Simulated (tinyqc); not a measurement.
The 3-omega method: a line heater on a substrate with a thin film: one step, computed by the program tinyqc.

A current at angular frequency omega = 2 pi f heats the line at 2 omega with the amplitude P per length; the temperature swing Delta T at 2 omega gives a voltage at 3 omega. The substrate is taken as semi-infinite and isotropic, and the heat capacity of heater and film is left out.

Question. The film adds a constant step. One-dimensional flow across the film: Delta T_f = P (t/kappa_f + R_i)/(2 b); total in-phase swing Delta T = Delta T_s + Delta T_f; third-harmonic amplitude V_3 = V_1 beta |Delta T|/2 with the out-of-phase part included; the apparent film conductivity is t/(t/kappa_f + R_i).

Inputs (values chosen for the exercise, modelled on a silicon-germanium alloy on gallium oxide):
```
quantity,value,unit
substrate conductivity kappa,23.2,W/(m K)
heater half-width b,9.9,micrometre
power amplitude per length P,6.2,W/m
film thickness t,130,nm
film conductivity kappa_f,3.8,W/(m K)
interface resistance R_i,3.3,m^2 K/GW
temperature coefficient of resistance beta,2.9,1e-3/K
voltage amplitude V_1,2.4,V
```

in-phase Delta T_s = 0.2316130 K

out-of-phase Delta T_s = -0.06571603 K

Give: Delta T_f; total in-phase swing; V_3; apparent film conductivity; film share of the in-phase swing.

Answer.

Delta T_f = 0.011746 K

total in-phase swing = 0.24336 K

V_3 = 0.87722 mV

apparent film conductivity = 3.4657 W/(m K)

film share of the in-phase swing = 0.048265

The interface lowers the apparent conductivity by 9 %. The film is a small part of the signal: an error of 1 % in Delta T_s becomes 20 % in the film resistance. Caution: the film does not conduct much worse than the substrate, so heat spreads in it and the one-dimensional step is only approximate, and wrong once kappa_f nears or exceeds kappa.
